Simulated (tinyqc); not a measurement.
Worked calculation: dielectric confinement in a thin film (image charges). Values are carried at full precision from step to step, so a last printed digit may differ when a step is redone from the rounded ones.

A film |z| < t/2 of dielectric constant eps between half-spaces of dielectric constant e2; lam = (eps - e2)/(eps + e2), q = e^2/(4 pi eps0). The self-energy of a band edge is taken with the high-frequency value, e2 = eh, and the field of a fixed ion with the static one, e2 = eo. A charge at z has images lam^|n| at n t + (-1)^n z. Its self-energy is S(z) = (q/2 eps) sum over n >= 1 of lam^n [1/(n t - 2z) + 1/(n t + 2z)] for odd n and 2 lam^n/(n t) for even n; at the centre S(0) = -(q/(eps t)) ln(1 - lam).

Constants: e^2/(4 pi eps0) = 14.39964547 eV angstrom; hbar^2/2m0 = 3.80998211 eV angstrom^2; Ry = 13.60569312 eV.

Inputs chosen for the exercise (near those of a Ge film between layers of SiO2; the results hold for these values, not for the real material): t = 38 angstrom (film thickness); eps = 16.3 (dielectric constant of the film); eh = 2.1 (high-frequency dielectric constant outside); mz = 0.115 m0 (mass across the film); eo = 3.8 (static dielectric constant outside); m = 0.154 m0 (mass in the plane).

## Images for a charge at the centre

Give lam, the first five terms (q/eps) lam^n/(n t), their sum and the closed form.

lam = 0.7717

terms (meV): 17.94  6.92  3.56  2.06  1.27

sum of five = 31.76 meV
S(0) = 34.34 meV

The surroundings screen less than the film, so the images repel and each band edge moves outwards: the gap changes by about 2 S = +69 meV. The static value 3.8 would give S(0) = +22.6 meV.

## Self-energy across the film

S at 2z/t = 0, 0.2, 0.4, 0.6, 0.8 and 0.9, summed to n = 399.

Self-energy:
```
2z/t  z (angstrom)  S (meV)
0.0            0.0    34.34
0.2            3.8    35.11
0.4            7.6    37.84
0.6           11.4    44.61
0.8           15.2    66.55
0.9           17.1   111.24
```

Towards the wall S diverges as (q lam/4 eps)/(distance), an artefact of the abrupt interface that the vanishing envelope makes harmless.

## Shift of the subband edge

First order: <S> over the envelope (2/t) cos^2(pi z/t), beside the confinement energy c (pi/t)^2/mz, c = hbar^2/2m0.

<S> = 38.33 meV
confinement energy = 226.44 meV

|<S>| is 0.17 times the confinement energy; the first goes as 1/t and the second as 1/t^2, so they are equal at t = 224 angstrom.

## Binding of a donor

Donor at the centre, lam from the static eo, trial function cos(pi z/t) exp(-rho/l): E(l) = c/(m l^2) - (q/eps) times the integral over k of F(k t) (1 + (k l/2)^2)^(-3/2), with F(x) = F0 + 2 lam exp(-x) G/(1 - lam exp(-x)), F0 = 2[(1 - exp(-x/2))/x + x (1 + exp(-x/2))/(x^2 + 4 pi^2)], G = 2 sinh(x/2)[1/x - x/(x^2 + 4 pi^2)]; c = hbar^2/2m0. The binding energy is -E at the minimum, counted from the subband edge with its self-energy.

Minimise over l with and without images (lam = 0); Ry* = Ry m/eps^2.

Donor:
```
case         l (angstrom)  binding (meV)  in Ry*
no images            40.9           20.5    2.60
with images          34.0           57.3    7.27
```

Ry* = 7.89 meV

The images change the binding by +36.8 meV, against -2 (q/(eps t)) ln(1 - lam) = +45.2 meV for an orbit much smaller than t. At 300 K the binding is 2.2 kB T.

## Checks

- S(0) from the series against the closed form, meV: both 34.34.
- F(2.3) for lam = 0.7717 from a direct sum over images against the closed form: both 0.9122.

Program tinyqc; command `OMP_NUM_THREADS=1 python tinyqc.py 1281885 1281886 out.jsonl`; about 0.1 s on one thread of a shared Intel(R) Xeon(R) Processor @ 2.30GHz.
